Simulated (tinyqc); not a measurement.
# Gate voltage from the surface potential

Inverse problem. At the source end, Vgs + Vsb - Vfb - psi = gamma sqrt(G), G = psi - Vt + Vt exp((psi - 2 phiF - Vsb)/Vt), and the voltage over the insulator is gamma sqrt(G). Find that voltage and Vgs.

Inputs (values chosen for the exercise): temperature T = 293 K; flat-band voltage Vfb = -1.89 V; source-body reverse bias Vsb = 0 V.

Constants: q = 1.602176634e-19 C, kB = 1.380649e-23 J/K, Vt = kB T/q. Results are converted to the units shown.

psi = 3.2002152 V
phiF = 1.6139858 V
gamma = 0.71168219 V^0.5

Solution. In this direction the relation is explicit: no iteration is needed.

voltage over the insulator = 1.270 V
Vgs = 2.580 V

Program tinyqc, `OMP_NUM_THREADS=1 python tinyqc.py 2360154 2360155 out.jsonl`; Intel Xeon 2.30GHz, shared host, one thread, about 0.06 s.
